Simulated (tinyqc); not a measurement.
# Deep-level transient spectroscopy: amplitude against reverse bias

Schottky contact on an n-type layer with shallow donors Nd (all ionised) and a donor-like deep trap, neutral when filled and positive when empty; depletion approximation. Traps within lam of the depletion edge stay filled. A long pulse to Vp fills the traps beyond x1 = Wp - lam; back at Vr those between x1 and x2 = Wr - lam emit. A rate window reads S = C(t2) - C(t1).

lam = sqrt(2 eps0 eps_r (EF - ET)/(q Nd)), EF - ET = Et - (kB T/q) ln(Nc(T)/Nd), Nc(T) = Nc (T/300 K)^1.5. In the steady state at the band bending V, 2 eps0 eps_r V/q = Nd W^2 + Nt (W - lam)^2 (the second term only if W > lam). W(t)^2 = Wr^2 + (Nt/Nd)(x2^2 - x1^2) exp(-en t), C = eps0 eps_r/W; for small Nt, dC/C = -(Nt/2 Nd) G exp(-en t) with G = (x2^2 - x1^2)/Wr^2. Listed at t = 0.

Inputs (values chosen for the exercise); material values close to those of gallium nitride:
- eps_r = 9.46 (relative permittivity)
- Nc = 2.31e18 cm^-3 (conduction-band density of states at 300 K)
- Nd = 1.7e15 cm^-3 (shallow donor density)
- Vbi = 1.4 V (built-in voltage)
- Et = 0.7 eV (depth of the trap below the conduction edge)
- Nt = 1.2e14 cm^-3 (trap density)
- Vp = 0.4 V (reverse bias during the filling pulse)
- T = 416 K (temperature of the transient)

Constants: q = 1.602176634e-19 C, kB = 1.380649e-23 J/K, eps0 = 8.8541878128e-14 F/cm where lengths are in cm. Results are converted to the units shown.

Result of one run:
```
Vr (V),Wr (nm),G,dC(0)/C (%),2 Nd |dC|/C (cm^-3)
9.1,2486.5,0.58570,-2.0052,6.8177e13
```

What becomes of these results when the reverse bias Vr is changed from 9.1 to 4.2 V, all else the same?

Result of the changed run:
```
Vr (V),Wr (nm),G,dC(0)/C (%),2 Nd |dC|/C (cm^-3)
4.2,1822.8,0.43307,-1.4943,5.0806e13
```

The whole series:
```
Vr (V),Wr (nm),G,dC(0)/C (%),2 Nd |dC|/C (cm^-3)
0.9,1176.2,0.11560,-0.40551,1.3787e13
2.5,1525.1,0.32083,-1.1135,3.7858e13
4.2,1822.8,0.43307,-1.4943,5.0806e13
5.8,2063.5,0.49989,-1.7190,5.8445e13
7.5,2291.3,0.55008,-1.8867,6.4148e13
9.1,2486.5,0.58570,-2.0052,6.8177e13
10.8,2678.1,0.61559,-2.1043,7.1547e13
12.4,2846.5,0.63851,-2.1801,7.4124e13
```

G rises from 0.116 to 0.639, since lam = 511 nm and x1 weigh less in a wider layer. The simple estimate 2 Nd |dC|/C reaches 11.5 % of the true Nt in the first row and 61.8 % in the last. That is below G (63.9 %), since with Nt/Nd = 0.071 dC/C is no longer linear in Nt.

Computed by the program tinyqc: `OMP_NUM_THREADS=1 python tinyqc.py 2050021 2050022 out.jsonl`, one thread of a shared Intel Xeon 2.30GHz, about 0.01 s for the whole run.
